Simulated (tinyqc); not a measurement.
# Double-gate transistor below threshold, two-dimensional Poisson equation on a small mesh, step by step

tinyqc, about 0.2 s, one thread, Intel Xeon 2.30GHz (shared host): `OMP_NUM_THREADS=1 python tinyqc.py 2480153 2480154 out.jsonl` Printed values are rounded.

Half of a symmetric double-gate structure: row 0 is the mid-plane of the body, where the normal field vanishes. Mobile charge is neglected (subthreshold), the body is fully depleted, and potentials are counted from the intrinsic level; rows run upward to the gate, columns from source to drain.

Values chosen for this exercise; semiconductor permittivity close to that of In0.53Ga0.47As: temperature T = 300 K; relative permittivity of the semiconductor eps_r = 13.6; relative permittivity of the insulator eox = 3.9; half the body thickness tb = 3 nm; insulator thickness tox = 2 nm; channel length L = 30 nm; acceptor density of the depleted body Na = 1.8e18 cm^-3; potential of the source Vbi = 0.57 V; gate offset Vfb = -0.08 V; gate voltage Vg = 0 V; drain voltage Vd = 0.7 V.

Constants: q = 1.602176634e-19 C, kB = 1.380649e-23 J/K, Vt = kB T/q, eps0 = 8.8541878128e-14 F/cm where lengths are in cm. Results are converted to the units shown.

## Coefficients of the five-point equations

Mesh: rows i = 0..2 in the semiconductor (step hs = tb/2, row 2 on the interface), then 1 step(s) ho = tox/1 up to the gate row 3; columns j = 0..4 (step hy = L/4). Box integration, divided by eps0: up_i = eps hy/h of the interval above row i, dn_i = that of the interval below (0 for row 0), lat_i = (sum of eps h/2 over the intervals above and below)/hy, s_i = -q Na w_i hy/eps0 with w_i the semiconductor height of the box (hs/2 for row 0 and the interface row, hs between, 0 in the insulator). Each free node obeys (up + dn + 2 lat) psi = up psi(above) + dn psi(below) + lat [psi(left) + psi(right)] + s.

```
row       up  dn   lat      s (V)
0         68   0  1.36  -0.183213
1         68  68  2.72  -0.366426
2    14.6250  68  1.88  -0.183213
```

## Iteration 1: Jacobi sweep

psi at the start (fixed values on the edges, free nodes at zero) (V):
```
           j=0      j=1      j=2      j=3      j=4
row 0  0.57000  0.00000  0.00000  0.00000  1.27000
row 1  0.57000  0.00000  0.00000  0.00000  1.27000
row 2  0.57000  0.00000  0.00000  0.00000  1.27000
row 3  0.08000  0.08000  0.08000  0.08000  0.08000
```

Free nodes: rows 0..2, columns 1..3, taken row by row from row 0, left to right. t = (up psi(above) + dn psi(below) + lat [psi(left) + psi(right)] + s)/(up + dn + 2 lat), with all neighbours from the previous sweep; psi(new) = t.

psi after iteration 1 (V):
```
           j=0      j=1       j=2      j=3      j=4
row 0  0.57000  0.00837  -0.00259  0.02183  1.27000
row 1  0.57000  0.00837  -0.00259  0.02183  1.27000
row 2  0.57000  0.02383   0.01142  0.03906  1.27000
row 3  0.08000  0.08000   0.08000  0.08000  0.08000
```

## Iteration 2: Jacobi sweep

As before.

psi after iteration 2 (V):
```
           j=0      j=1       j=2      j=3      j=4
row 0  0.57000  0.01637  -0.00450  0.04278  1.27000
row 1  0.57000  0.02380   0.00224  0.05106  1.27000
row 2  0.57000  0.03067   0.01075  0.05650  1.27000
row 3  0.08000  0.08000   0.08000  0.08000  0.08000
```

## Course of the iteration: Jacobi sweep

Stop when the largest change of psi is below 1e-7 V, or after 400 iterations. Fixed values: gate row Vg - Vfb; column 0 at Vbi and the last column at Vbi + Vd in the semiconductor, each running linearly to Vg - Vfb across the insulator.

Course of the iteration:
```
iteration  psi at row 0, j = 2 (V)  largest |change| of one entry (V)
1                      -0.00259068                             0.0391
2                      -0.00450089                             0.0292
3                       6.97218e-4                             0.0281
4                       0.00115425                             0.0245
5                       0.00651486                             0.0236
6                       0.00832692                             0.0207
7                        0.0136772                             0.0199
8                        0.0164043                             0.0174
9                        0.0216271                             0.0168
...                            ...                                ...
205                       0.142528                            1.53e-7
206                       0.142528                            1.51e-7
207                       0.142528                            1.36e-7
208                       0.142529                            1.35e-7
209                       0.142529                            1.22e-7
210                       0.142529                            1.21e-7
211                       0.142529                            1.09e-7
212                       0.142529                            1.08e-7
213                       0.142529                            9.70e-8
```

Converged in 213 iterations. At the end each change is about 0.90 times the one before: linear convergence.

## Barrier, swing and barrier lowering

converged psi (V):
```
           j=0      j=1      j=2      j=3      j=4
row 0  0.57000  0.18765  0.14253  0.36566  1.27000
row 1  0.57000  0.18360  0.13986  0.35473  1.27000
row 2  0.57000  0.17123  0.13223  0.32118  1.27000
row 3  0.08000  0.08000  0.08000  0.08000  0.08000
```

d psi/dVg on row 0: j=0 0.000000, j=1 0.712863, j=2 0.862351, j=3 0.712863, j=4 0.000000
d psi/dVd on row 0: j=0 0.00000, j=1 0.01641, j=2 0.06882, j=3 0.27072, j=4 1.00000

The barrier is read along row 0, the path farthest from the gate. Take the node j of lowest psi: barrier Vbi - psi_j; swing Vt ln 10/(d psi_j/dVg); DIBL = (d psi_j/dVd)/(d psi_j/dVg). The derivatives solve the same equations with s = 0 and a unit change of that voltage.

j = 2
barrier = 0.427469 V
swing = 69.0281 mV/decade
DIBL = 79.8105 mV/V

A mesh of 12, 8 and 80 steps (semiconductor, insulator, channel) gives a barrier of 0.463 V, a swing of 67.4 mV a decade and a DIBL of 39.9 mV/V; the small mesh puts the barrier 7.6 % below that.
